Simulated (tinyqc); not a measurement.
Inside a calculation: Tamm state at the end of a one-band chain. Values are carried at full precision from step to step, so a last printed digit may differ when a step is redone from the rounded ones.

A half-infinite chain with site energy 0 and hopping -t, band E = -2t cos(ka); the end site has energy D. The surface Green function of the unperturbed half chain is g = (E -/+ sqrt(E^2 - 4t^2))/(2t^2), the root with |t g| <= 1 and Im g <= 0, and with the shift G = g/(1 - D g).

Parameters, chosen for this exercise:
- t = 2.26 eV (hopping)
- D = -5.53 eV (shift of the end site)
- a = 2.7 angstrom (spacing)
- N = 7 (sites)
- E = -3.74 eV (energy in the band)

## The bound state

Amplitudes z^n solve the chain for E = -t (z + 1/z); the end site demands z = -t/D, bound if |z| < 1. Then E = D + t^2/D, weight on the end site 1 - z^2, decay length -a/ln|z|.

z = 0.4087
E = -6.4536 eV
weight on the end site = 0.8330
decay length of the amplitude = 3.017 angstrom

The state lies 1.9336 eV below the band, and its amplitude keeps its sign from site to site.

## A finite chain

Write H for N sites.

H (eV):
```
[[-5.530, -2.260, 0, 0, 0, 0, 0],
 [-2.260, 0, -2.260, 0, 0, 0, 0],
 [0, -2.260, 0, -2.260, 0, 0, 0],
 [0, 0, -2.260, 0, -2.260, 0, 0],
 [0, 0, 0, -2.260, 0, -2.260, 0],
 [0, 0, 0, 0, -2.260, 0, -2.260],
 [0, 0, 0, 0, 0, -2.260, 0]]
```

## Levels of the finite chain

Diagonalise; give the weight of each level on site 1.

levels (eV): [-6.4536, -3.9869, -2.6055, -0.7474, 1.2190, 2.9380, 4.1065]

weights on site 1: [0.8330, 0.0253, 0.0464, 0.0444, 0.0310, 0.0157, 0.0042]

The split-off level differs from the half-infinite value by +0.014 meV, the pull of the far end.

## Local density of states in the band

Form g and G at E; the surface density is -Im G/pi, the bulk density 1/(pi sqrt(4t^2 - E^2)).

g = -0.3661-0.2485i 1/eV
G = 0.2439-0.0846i 1/eV

densities (1/eV): clean end 0.0791, shifted end 0.0269, bulk 0.1254

## Checks

- Pole of G, 1 - D g(E) = 0, at the bound level: both 1.00000.

(tinyqc, `OMP_NUM_THREADS=1 python tinyqc.py 1450354 1450355 out.jsonl`, Intel(R) Xeon(R) Processor @ 2.30GHz, 1 thread, shared host, about 0.01 s.)
